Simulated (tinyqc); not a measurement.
Inside a calculation. Method: LCCD on RHF in the sto-3g basis, frozen core, for BeH2, spin multiplicity 1. Computed by tinyqc, a small Python program that keeps every step (integrals from PySCF). Settings: charge = 0, multiplicity = 1, basis = sto-3g, method = RHF, frozen orbitals = 1, energy threshold = 1e-10, iteration cap = 64, orthogonalisation = symmetric, start = Wolfsberg-Helmholz matrix, DIIS depth = 6, amplitude equations = LCCD, DIIS depth for amplitudes = 0, cap on updates = 60. Command: `OMP_NUM_THREADS=1 python tinyqc.py 28368 28369 out.jsonl` (the two numbers bound the seeds that draw the settings). One thread of a shared host (Intel(R) Xeon(R) Processor @ 2.60GHz), about 0.1 s of CPU time with the checks. The early iterations of the SCF are left out here.

## One-electron integrals

Geometry (angstrom):
```
atom         x          y         z
Be    0.000000   0.000000  0.000000
H     0.000000   1.341000  0.000000
H     0.000000  -1.341000  0.000000
```

Basis sto-3g: exponents (1/bohr^2) and contraction coefficients of normalised primitives:
```
element  l (shell)   exponent  coefficient
Be           s (1)  30.167871     0.154329
Be           s (1)   5.495115     0.535328
Be           s (1)   1.487193     0.444635
Be           s (2)   1.314833    -0.099967
Be           s (2)   0.305539     0.399513
Be           s (2)   0.099371     0.700115
Be           p (3)   1.314833     0.155916
Be           p (3)   0.305539     0.607684
Be           p (3)   0.099371     0.391957
H            s (1)   3.425251     0.154329
H            s (1)   0.623914     0.535328
H            s (1)   0.168855     0.444635
```

Overlap, kinetic and nuclear-attraction integrals over the contracted functions; the nuclear repulsion is the sum of Za Zb / Rab.

nuclear repulsion = 3.35421797 hartree

overlap S, order 1Be 1s, 1Be 2s, 1Be 2px, 1Be 2py, 1Be 2pz, 2H 1s, 3H 1s:
```
[[1.000000, 0.259517, 0.000000, 0.000000, 0.000000, 0.069333, 0.069333],
 [0.259517, 1.000000, 0.000000, 0.000000, 0.000000, 0.459559, 0.459559],
 [0.000000, 0.000000, 1.000000, 0.000000, 0.000000, 0.000000, 0.000000],
 [0.000000, 0.000000, 0.000000, 1.000000, 0.000000, 0.525619, -0.525619],
 [0.000000, 0.000000, 0.000000, 0.000000, 1.000000, 0.000000, 0.000000],
 [0.069333, 0.459559, 0.000000, 0.525619, 0.000000, 1.000000, 0.034916],
 [0.069333, 0.459559, 0.000000, -0.525619, 0.000000, 0.034916, 1.000000]]
```

kinetic energy T (hartree), order 1Be 1s, 1Be 2s, 1Be 2px, 1Be 2py, 1Be 2pz, 2H 1s, 3H 1s:
```
[[6.693975, -0.033012, 0.000000, 0.000000, 0.000000, -0.016365, -0.016365],
 [-0.033012, 0.211111, 0.000000, 0.000000, 0.000000, 0.068960, 0.068960],
 [0.000000, 0.000000, 0.660592, 0.000000, 0.000000, 0.000000, 0.000000],
 [0.000000, 0.000000, 0.000000, 0.660592, 0.000000, 0.193598, -0.193598],
 [0.000000, 0.000000, 0.000000, 0.000000, 0.660592, 0.000000, 0.000000],
 [-0.016365, 0.068960, 0.000000, 0.193598, 0.000000, 0.760032, -0.009359],
 [-0.016365, 0.068960, 0.000000, -0.193598, 0.000000, -0.009359, 0.760032]]
```

nuclear attraction V (hartree), order 1Be 1s, 1Be 2s, 1Be 2px, 1Be 2py, 1Be 2pz, 2H 1s, 3H 1s:
```
[[-15.350320, -2.104063, 0.000000, 0.000000, 0.000000, -0.561513, -0.561513],
 [-2.104063, -3.051297, 0.000000, 0.000000, 0.000000, -1.362440, -1.362440],
 [0.000000, 0.000000, -2.955334, 0.000000, 0.000000, 0.000000, 0.000000],
 [0.000000, 0.000000, 0.000000, -3.188325, 0.000000, -1.524087, 1.524087],
 [0.000000, 0.000000, 0.000000, 0.000000, -2.955334, 0.000000, 0.000000],
 [-0.561513, -1.362440, 0.000000, -1.524087, 0.000000, -2.989922, -0.120997],
 [-0.561513, -1.362440, 0.000000, 1.524087, 0.000000, -0.120997, -2.989922]]
```

core Hamiltonian H = T + V (hartree), order 1Be 1s, 1Be 2s, 1Be 2px, 1Be 2py, 1Be 2pz, 2H 1s, 3H 1s:
```
[[-8.656345, -2.137075, 0.000000, 0.000000, 0.000000, -0.577878, -0.577878],
 [-2.137075, -2.840186, 0.000000, 0.000000, 0.000000, -1.293480, -1.293480],
 [0.000000, 0.000000, -2.294743, 0.000000, 0.000000, 0.000000, 0.000000],
 [0.000000, 0.000000, 0.000000, -2.527734, 0.000000, -1.330490, 1.330490],
 [0.000000, 0.000000, 0.000000, 0.000000, -2.294743, 0.000000, 0.000000],
 [-0.577878, -1.293480, 0.000000, -1.330490, 0.000000, -2.229890, -0.130356],
 [-0.577878, -1.293480, 0.000000, 1.330490, 0.000000, -0.130356, -2.229890]]
```

## Two-electron integrals

Functions are numbered as in S; the eight-fold symmetry (ij|kl) = (ji|kl) = (kl|ij) leaves the list below.

Two-electron integrals (ij|kl) in chemists' order, unique and non-zero (hartree):
```
(11|11) 2.298831    (21|11) 0.392036    (21|21) 0.079539    (22|11) 0.570988
(22|21) 0.143041    (22|22) 0.417683    (31|31) 0.014607    (32|31) 0.021888
(32|32) 0.092265    (33|11) 0.569578    (33|21) 0.143083    (33|22) 0.417589
(33|33) 0.449859    (41|41) 0.014607    (42|41) 0.021888    (42|42) 0.092265
(43|43) 0.024249    (44|11) 0.569578    (44|21) 0.143083    (44|22) 0.417589
(44|33) 0.401360    (44|44) 0.449859    (51|51) 0.014607    (52|51) 0.021888
(52|52) 0.092265    (53|53) 0.024249    (54|54) 0.024249    (55|11) 0.569578
(55|21) 0.143083    (55|22) 0.417589    (55|33) 0.401360    (55|44) 0.401360
(55|55) 0.449859    (61|11) 0.103716    (61|21) 0.021022    (61|22) 0.038068
(61|33) 0.037790    (61|41) 0.001890    (61|42) 0.003526    (61|44) 0.038646
(61|55) 0.037790    (61|61) 0.005835    (62|11) 0.226313    (62|21) 0.057388
(62|22) 0.179486    (62|33) 0.172990    (62|41) 0.007552    (62|42) 0.044143
(62|44) 0.192317    (62|55) 0.172990    (62|61) 0.016755    (62|62) 0.110012
(63|31) 0.005582    (63|32) 0.025303    (63|43) 0.007884    (63|63) 0.010862
(64|11) 0.234082    (64|21) 0.060137    (64|22) 0.197401    (64|33) 0.185730
(64|41) 0.012392    (64|42) 0.069127    (64|44) 0.220538    (64|55) 0.185730
(64|61) 0.018458    (64|62) 0.138307    (64|64) 0.180770    (65|51) 0.005582
(65|52) 0.025303    (65|54) 0.007884    (65|65) 0.010862    (66|11) 0.390928
(66|21) 0.100989    (66|22) 0.351616    (66|33) 0.326084    (66|41) 0.016494
(66|42) 0.121028    (66|44) 0.402393    (66|55) 0.326084    (66|61) 0.030451
(66|62) 0.267584    (66|64) 0.358802    (66|66) 0.774606    (71|11) 0.103716
(71|21) 0.021022    (71|22) 0.038068    (71|33) 0.037790    (71|41) -0.001890
(71|42) -0.003526   (71|44) 0.038646    (71|55) 0.037790    (71|61) 0.005315
(71|62) 0.014131    (71|64) 0.014190    (71|66) 0.024441    (71|71) 0.005835
(72|11) 0.226313    (72|21) 0.057388    (72|22) 0.179486    (72|33) 0.172990
(72|41) -0.007552   (72|42) -0.044143   (72|44) 0.192317    (72|55) 0.172990
(72|61) 0.014131    (72|62) 0.060069    (72|64) 0.059520    (72|66) 0.108791
(72|71) 0.016755    (72|72) 0.110012    (73|31) 0.005582    (73|32) 0.025303
(73|43) -0.007884   (73|63) 0.004849    (73|73) 0.010862    (74|11) -0.234082
(74|21) -0.060137   (74|22) -0.197401   (74|33) -0.185730   (74|41) 0.012392
(74|42) 0.069127    (74|44) -0.220538   (74|55) -0.185730   (74|61) -0.014190
(74|62) -0.059520   (74|64) -0.056051   (74|66) -0.105497   (74|71) -0.018458
(74|72) -0.138307   (74|74) 0.180770    (75|51) 0.005582    (75|52) 0.025303
(75|54) -0.007884   (75|65) 0.004849    (75|75) 0.010862    (76|11) 0.022166
(76|21) 0.005477    (76|22) 0.015376    (76|33) 0.015127    (76|44) 0.015866
(76|55) 0.015127    (76|61) 0.001464    (76|62) 0.006784    (76|64) 0.007585
(76|66) 0.013663    (76|71) 0.001464    (76|72) 0.006784    (76|74) -0.007585
(76|76) 0.000577    (77|11) 0.390928    (77|21) 0.100989    (77|22) 0.351616
(77|33) 0.326084    (77|41) -0.016494   (77|42) -0.121028   (77|44) 0.402393
(77|55) 0.326084    (77|61) 0.024441    (77|62) 0.108791    (77|64) 0.105497
(77|66) 0.197263    (77|71) 0.030451    (77|72) 0.267584    (77|74) -0.358802
(77|76) 0.013663    (77|77) 0.774606
```

## Orthogonalisation

S = U s U^T; symmetric (Loewdin) form X = U s^(-1/2) U^T, so that X^T S X = 1.

eigenvalues of S: [0.239000, 0.344568, 0.937717, 1.000000, 1.000000, 1.726084, 1.752631]

X, order 1Be 1s, 1Be 2s, 1Be 2px, 1Be 2py, 1Be 2pz, 2H 1s, 3H 1s:
```
[[1.028379, -0.153142, 0.000000, 0.000000, 0.000000, 0.017864, 0.017864],
 [-0.153142, 1.260199, 0.000000, 0.000000, 0.000000, -0.315446, -0.315446],
 [0.000000, 0.000000, 1.000000, 0.000000, 0.000000, 0.000000, 0.000000],
 [0.000000, 0.000000, 0.000000, 1.388250, 0.000000, -0.453965, 0.453965],
 [0.000000, 0.000000, 0.000000, 0.000000, 1.000000, 0.000000, 0.000000],
 [0.017864, -0.315446, 0.000000, -0.453965, 0.000000, 1.310723, -0.107683],
 [0.017864, -0.315446, 0.000000, 0.453965, 0.000000, -0.107683, 1.310723]]
```

## Iteration 6 (converged): orbitals

converged F (hartree), order 1Be 1s, 1Be 2s, 1Be 2px, 1Be 2py, 1Be 2pz, 2H 1s, 3H 1s:
```
[[-4.516640, -1.287964, 0.000000, 0.000000, 0.000000, -0.354073, -0.354073],
 [-1.287964, -0.631939, 0.000000, 0.000000, 0.000000, -0.416324, -0.416324],
 [0.000000, 0.000000, 0.212072, 0.000000, 0.000000, 0.000000, 0.000000],
 [0.000000, 0.000000, 0.000000, -0.235777, 0.000000, -0.334213, 0.334213],
 [0.000000, 0.000000, 0.000000, 0.000000, 0.212072, 0.000000, 0.000000],
 [-0.354073, -0.416324, 0.000000, -0.334213, 0.000000, -0.312470, -0.048823],
 [-0.354073, -0.416324, 0.000000, 0.334213, 0.000000, -0.048823, -0.312470]]
```

Diagonalise F' = X^T F X, C = X C', fill 3 alpha and 3 beta electrons from the bottom; D = 2 C_occ C_occ^T. Each column has its largest component positive (the first on a tie).

F' = X^T F X (hartree):
```
[[-4.407467, -0.689323, 0.000000, 0.000000, 0.000000, -0.056818, -0.056818],
 [-0.689323, -0.090707, 0.000000, 0.000000, 0.000000, -0.335344, -0.335344],
 [0.000000, 0.000000, 0.212072, 0.000000, 0.000000, 0.000000, 0.000000],
 [0.000000, 0.000000, 0.000000, 0.279440, 0.000000, -0.477496, 0.477496],
 [0.000000, 0.000000, 0.000000, 0.000000, 0.212072, 0.000000, 0.000000],
 [-0.056818, -0.335344, 0.000000, -0.477496, 0.000000, 0.106109, -0.127092],
 [-0.056818, -0.335344, 0.000000, 0.477496, 0.000000, -0.127092, 0.106109]]
```

orbital energies (hartree): [-4.520085, -0.455786, -0.419357, 0.212072, 0.212072, 0.456713, 0.931998]

coefficients C, order 1Be 1s, 1Be 2s, 1Be 2px, 1Be 2py, 1Be 2pz, 2H 1s, 3H 1s:
```
[[0.991755, -0.223633, 0.000000, 0.000000, 0.000000, -0.219235, 0.000000],
 [0.031773, 0.559026, 0.000000, 0.000000, 0.000000, 1.223539, 0.000000],
 [0.000000, 0.000000, 0.000000, 0.494768, 0.869025, 0.000000, 0.000000],
 [0.000000, 0.000000, 0.503034, 0.000000, 0.000000, 0.000000, 1.444424],
 [0.000000, 0.000000, 0.000000, 0.869025, -0.494768, 0.000000, 0.000000],
 [-0.002879, 0.394234, 0.405773, 0.000000, 0.000000, -0.817343, -1.023411],
 [-0.002879, 0.394234, -0.405773, 0.000000, 0.000000, -0.817343, 1.023411]]
```

D after iteration 6, order 1Be 1s, 1Be 2s, 1Be 2px, 1Be 2py, 1Be 2pz, 2H 1s, 3H 1s:
```
[[2.067179, -0.187010, 0.000000, 0.000000, 0.000000, -0.182038, -0.182038],
 [-0.187010, 0.627039, 0.000000, 0.000000, 0.000000, 0.440591, 0.440591],
 [0.000000, 0.000000, 0.000000, 0.000000, 0.000000, 0.000000, 0.000000],
 [0.000000, 0.000000, 0.000000, 0.506087, 0.000000, 0.408235, -0.408235],
 [0.000000, 0.000000, 0.000000, 0.000000, 0.000000, 0.000000, 0.000000],
 [-0.182038, 0.440591, 0.000000, 0.408235, 0.000000, 0.640160, -0.018446],
 [-0.182038, 0.440591, 0.000000, -0.408235, 0.000000, -0.018446, 0.640160]]
```

Within a degenerate level the vectors are fixed only up to a rotation; this is one choice.

## Convergence

Stop when the energy changes by less than 1e-10 hartree and every element of the error matrix X^T (F D S - S D F) X is below 3e-06.

Course of the cycle:
```
iteration   E (hartree)     change  largest element of the error matrix
1          -15.54616696          -                             1.27e-01
2          -15.55908952  -1.29e-02                             1.42e-02
3          -15.55932470  -2.35e-04                             1.31e-03
4          -15.55932828  -3.58e-06                             9.43e-06
5          -15.55932828  -1.58e-10                             4.46e-07
6          -15.55932828  -2.66e-13                             2.46e-10
```

PySCF RHF in the same basis = -15.55932828 hartree

Converged in 6 iterations.

## Integrals over molecular orbitals

(pq|rs) = sum C_ip C_jq C_kr C_ls (ij|kl), one index at a time.

one-electron integrals over orbitals h = C^T H C (hartree):
```
[[-8.644706, 0.224280, 0.000000, 0.000000, 0.000000, 0.194679, 0.000000],
 [0.224280, -2.456298, 0.000000, 0.000000, 0.000000, -0.176524, 0.000000],
 [0.000000, 0.000000, -2.417314, 0.000000, 0.000000, 0.000000, -0.282601],
 [0.000000, 0.000000, 0.000000, -2.294743, 0.000000, 0.000000, 0.000000],
 [0.000000, 0.000000, 0.000000, 0.000000, -2.294743, 0.000000, 0.000000],
 [0.194679, -0.176524, 0.000000, 0.000000, 0.000000, -1.914980, 0.000000],
 [0.000000, 0.000000, -0.282601, 0.000000, 0.000000, 0.000000, -1.804616]]
```

Two-electron integrals over orbitals (pq|rs), unique and non-zero (hartree); the lowest 1 orbital is frozen and left out:
```
(22|22) 0.397347    (32|32) 0.164214    (33|22) 0.410650    (33|33) 0.433834
(42|42) 0.049313    (43|43) 0.014554    (44|22) 0.368446    (44|33) 0.355604
(44|44) 0.449859    (52|52) 0.049313    (53|53) 0.014554    (54|54) 0.024249
(55|22) 0.368446    (55|33) 0.355604    (55|44) 0.401360    (55|55) 0.449859
(62|22) -0.024152   (62|33) -0.047240   (62|44) 0.053058    (62|55) 0.053058
(62|62) 0.077946    (63|32) -0.094526   (63|63) 0.083551    (64|42) 0.047391
(64|64) 0.050859    (65|52) 0.047391    (65|65) 0.050859    (66|22) 0.395991
(66|33) 0.407035    (66|44) 0.366746    (66|55) 0.366746    (66|62) -0.034477
(66|66) 0.410930    (72|32) -0.044025   (72|63) 0.061255    (72|72) 0.056612
(73|22) -0.005433   (73|33) -0.020786   (73|44) 0.059847    (73|55) 0.059847
(73|62) 0.073294    (73|66) -0.025995   (73|73) 0.082649    (74|43) 0.013749
(74|74) 0.016571    (75|53) 0.013749    (75|75) 0.016571    (76|32) 0.142705
(76|63) -0.095160   (76|72) -0.055314   (76|76) 0.140532    (77|22) 0.426870
(77|33) 0.445544    (77|44) 0.390541    (77|55) 0.390541    (77|62) -0.035700
(77|66) 0.434807    (77|73) -0.010222   (77|77) 0.487285
```

## LCCD: starting amplitudes

t_ij^ab = <ij||ab> / (e_i + e_j - e_a - e_b), whose energy is MP2.

Starting amplitudes (spin orbitals 1a, 1b, ...; amplitudes related by a flip of all spins are not repeated):
```
from      to          t
3a 3b  6a 6b  -0.047685
2a 2b  6a 6b  -0.042710
2a 2b  5a 5b  -0.036918
2a 2b  4a 4b  -0.036918
2a 3b  6a 7b  -0.032376
3a 3b  7a 7b  -0.030580
2a 3b  6b 7a   0.027058
2a 2b  7a 7b  -0.020396
3a 3b  4a 4b  -0.011524
3a 3b  5a 5b  -0.011524
2a 3a  6a 7a  -0.005318
```

correlation energy = -0.02316074 hartree

## LCCD: amplitude update 1

t_ij^ab D_ij^ab are set to the remaining terms of the spin-orbital equations, evaluated with the old amplitudes; for the doubles these are <ij||ab> + 1/2 <ab||ef> t_ij^ef + 1/2 <mn||ij> t_mn^ab + P(ij)P(ab) <mb||ej> t_im^ae, D the orbital-energy denominators (linear CCD).

Amplitudes after update 1 (spin orbitals 1a, 1b, ...; amplitudes related by a flip of all spins are not repeated):
```
from      to          t
3a 3b  6a 6b  -0.065494
2a 2b  6a 6b  -0.055564
2a 2b  4a 4b  -0.047544
2a 2b  5a 5b  -0.047544
2a 3b  6a 7b  -0.044468
3a 3b  7a 7b  -0.038824
2a 3b  6b 7a   0.038343
2a 2b  7a 7b  -0.026351
3a 3b  5a 5b  -0.008831
3a 3b  4a 4b  -0.008831
2a 3a  6a 7a  -0.006125
```

correlation energy = -0.03081315 hartree

## LCCD: amplitude update 2

As before.

Amplitudes after update 2 (spin orbitals 1a, 1b, ...; amplitudes related by a flip of all spins are not repeated):
```
from      to          t
3a 3b  6a 6b  -0.073123
2a 2b  6a 6b  -0.059895
2a 2b  5a 5b  -0.051319
2a 2b  4a 4b  -0.051319
2a 3b  6a 7b  -0.048612
2a 3b  6b 7a   0.042389
3a 3b  7a 7b  -0.041461
2a 2b  7a 7b  -0.028549
2a 3a  6a 7a  -0.006223
3a 3b  5a 5b  -0.005589
3a 3b  4a 4b  -0.005589
```

correlation energy = -0.03351402 hartree

## LCCD: amplitude update 3

As before.

Amplitudes after update 3 (spin orbitals 1a, 1b, ...; amplitudes related by a flip of all spins are not repeated):
```
from      to          t
3a 3b  6a 6b  -0.076436
2a 2b  6a 6b  -0.061240
2a 2b  5a 5b  -0.052949
2a 2b  4a 4b  -0.052949
2a 3b  6a 7b  -0.050119
2a 3b  6b 7a   0.043863
3a 3b  7a 7b  -0.042284
2a 2b  7a 7b  -0.029358
2a 3a  6a 7a  -0.006256
3a 3b  5a 5b  -0.003510
3a 3b  4a 4b  -0.003510
```

correlation energy = -0.03451194 hartree

## LCCD: convergence

E_corr = 1/4 sum <ij||ab> t_ij^ab; stop when the norm of the change is below 1e-8.

Course of the amplitude iterations:
```
update  correlation energy (hartree)  norm of the change
0                        -0.02316074                   -
1                        -0.03081315            7.42e-02
2                        -0.03351402            2.87e-02
3                        -0.03451194            1.22e-02
4                        -0.03489691            5.54e-03
5                        -0.03505137            2.67e-03
6                        -0.03511568            1.34e-03
7                        -0.03514341            6.95e-04
8                        -0.03515579            3.67e-04
9                        -0.03516150            1.96e-04
10                       -0.03516421            1.05e-04
11                       -0.03516553            5.69e-05
12                       -0.03516619            3.08e-05
13                       -0.03516653            1.67e-05
14                       -0.03516670            9.08e-06
15                       -0.03516679            4.94e-06
16                       -0.03516684            2.69e-06
17                       -0.03516687            1.46e-06
18                       -0.03516688            7.97e-07
19                       -0.03516689            4.34e-07
20                       -0.03516689            2.37e-07
21                       -0.03516689            1.29e-07
22                       -0.03516689            7.05e-08
23                       -0.03516690            3.84e-08
24                       -0.03516690            2.10e-08
25                       -0.03516690            1.14e-08
26                       -0.03516690            6.25e-09
```

Converged amplitudes (spin orbitals 1a, 1b, ...; amplitudes related by a flip of all spins are not repeated):
```
from      to          t
3a 3b  6a 6b  -0.079241
2a 2b  6a 6b  -0.061458
2a 2b  5a 5b  -0.054704
2a 2b  4a 4b  -0.054704
2a 3b  6a 7b  -0.051083
2a 3b  6b 7a   0.044678
3a 3b  7a 7b  -0.042586
2a 2b  7a 7b  -0.029919
2a 3a  6a 7a  -0.006405
3a 3b  4a 4b  -0.001074
3a 3b  5a 5b  -0.001074
```

LCCD total energy = -15.59449518 hartree

Converged in 26 updates.
